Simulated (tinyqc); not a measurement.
From results back to parameters: inversion layer as a triangular well, valleys of the Ge type. Two cases, with inputs chosen for the exercise.

Problem. The spacing of the two lowest levels of one ladder was computed from a hidden sheet density Ns.

The field is taken as constant, e F = 4 pi (e^2/4 pi eps0)(Nd + eta Ns)/eps, with 1e12/cm^2 = 1e-4/angstrom^2, and the oxide as a hard wall at z = 0; c = hbar^2/2m0.

Level j of a valley lies at E_j = a_j (c (e F)^2/m_z)^(1/3) above the band edge at the surface, with the Airy zeros a_j = 2.338107, 4.087949, 5.520560, 6.786708, 7.944134, 9.022651, 10.040174, 11.008524, 11.936016, 12.828777, and has <z> = 2 E_j/(3 e F).

Constants: hbar^2/2m0 = 3.80998211 eV angstrom^2; e^2/(4 pi eps0) = 14.39964547 eV angstrom.

Case 1.

Values chosen (near those of Ge; the results hold for these values, not for the real material):
- m_z = 0.1213 m0 (confinement mass)
- eps = 15.7 (dielectric constant)
- Nd = 0.13 x 1e12/cm^2 (depletion charge)
- eta = 0.5 (share of Ns in the effective field)

E_1 - E_0 = 167.3804 meV

Case 2.

Values chosen (near those of Ge; the results hold for these values, not for the real material):
- m_z = 0.1213 m0 (confinement mass)
- eps = 15.9 (dielectric constant)
- Nd = 1.7 x 1e12/cm^2 (depletion charge)
- eta = 0.75 (share of Ns in the effective field)

E_1 - E_0 = 136.7423 meV

Find: F; Ns.

Solution. e F = sqrt(m_z/c) [(E_1 - E_0)/(a_1 - a_0)]^(3/2), with a_0 and a_1 the first two zeros; then Ns = (eps e F/(4 pi e^2/4 pi eps0) - Nd)/eta.

Case 1.

F = 0.5279 MV/cm
Ns = 8.90 x 1e12/cm^2

Case 2.

F = 0.3898 MV/cm
Ns = 2.30 x 1e12/cm^2

Computed by tinyqc, one run a case: `OMP_NUM_THREADS=1 python tinyqc.py N N+1 out.jsonl` with N = 1281153, 1281193; one thread of a shared Intel(R) Xeon(R) Processor @ 2.30GHz, about 0.03 s a run at most.
